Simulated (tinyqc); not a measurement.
Thickness series: Landau-Devonshire theory of a uniaxial ferroelectric. Computed by tinyqc, a small Python program. Command: `OMP_NUM_THREADS=1 python tinyqc.py 3004813 3004814 out.jsonl ferro walk`. One thread of a shared host (Intel(R) Xeon(R) Processor @ 2.30GHz), about 0.01 s of CPU time with the checks.

G(P) = (alpha/2) P^2 + (beta*/4) P^4 + (gamma/6) P^6 - E P per volume, SI units, one domain, P along the polar axis, which is normal to the film.

Inputs (values chosen for the exercise, modelled on barium titanate):
```
quantity                           value             unit
alpha_0                           687000      J m/(C^2 K)
Curie-Weiss temperature T0           381                K
beta                           -8.05e+08        J m^5/C^4
gamma                           1.63e+10        J m^9/C^6
temperature T                        322                K
misfit strain u_m                -0.0019                -
electrostriction Q12              -0.043          m^4/C^2
compliance s11 + s12             5.6e-12            m^2/N
film thickness d                      11               nm
screening length lambda           0.0082               nm
background permittivity eps_b         20                -
series capacitance C_d               2.5  microfarad/cm^2
```

Sample: epitaxial film.

Constants: eps_0 = 8.8541878128e-12 F/m.

Method:
- alpha = alpha_0 (T - T0*), with clamping: T0* = T0 + 4 Q12 u_m/(alpha_0 (s11 + s12)), beta* = beta + 4 Q12^2/(s11 + s12).
- Ps^2 = [-beta* + sqrt(beta*^2 - 4 alpha gamma)]/(2 gamma).
- chi = 1/(eps_0 G''), G'' = alpha + 3 beta* P^2 + 5 gamma P^4 at Ps. Ps, chi and the coercive field are for perfect screening, without a depolarising field. The intrinsic coercive field is |alpha P + beta* P^3 + gamma P^5| at the P_c where G'' = 0. 1 C/m^2 = 100 microcoulomb/cm^2.
- Between shorted electrodes with screening length lambda each, the depolarising field is -k P, k = 2 lambda/(eps_0 (d + 2 lambda eps_b)), so alpha turns into alpha + k.
- The polar state is the lowest uniform state while alpha + k < 0 (beta* > 0) or < 3 beta*^2/(16 gamma) (beta* < 0); setting the equality gives the critical thickness d_c.
- Domains are left out, though they can pre-empt both the loss of P and the state at P = 0. The second and third columns are for the shorted capacitor, polar only where it is the lowest uniform state: alpha + k < 0 (beta* > 0) or < 3 beta*^2/(16 gamma) (beta* < 0). The last column is another circuit, the film in series with C_d at P = 0: 1/C = (alpha d)/(1 + alpha eps_0 eps_b) + 1/C_d, and P = 0 is locally stable while 1/C > 0; a dash marks the rest.

alpha = -9.88901e+07 J m/C^2

beta* = 5.15714e+08 J m^5/C^4

critical thickness d_c = 18.4022 nm

spontaneous polarisation Ps = 25.2311 microcoulomb/cm^2

Against thickness:
```
d (nm)  P (microcoulomb/cm^2)  depolarising field (MV/m)  C of the stack / C_d
1                       0.000                      0.000                1.0025
2                       0.000                      0.000                1.0051
3                       0.000                      0.000                1.0076
5                       0.000                      0.000                1.0127
8                       0.000                      0.000                1.0205
15                      0.000                      0.000                1.0392
30                     18.676                     11.406                1.0817
60                     22.531                      6.918                1.1778
150                    24.239                      2.987                1.6063
```

What does the comparison show, and why?

The polar state appears between 15 and 30 nm (d_c = 18.4 nm), and at 150 nm P is 96.1 % of Ps. The stack exceeds C_d wherever it is stable, up to 1.61 times: the ferroelectric held at P = 0 acts as a negative capacitance.

Extremes, crossings and ranges named in words are read from the listed rows.
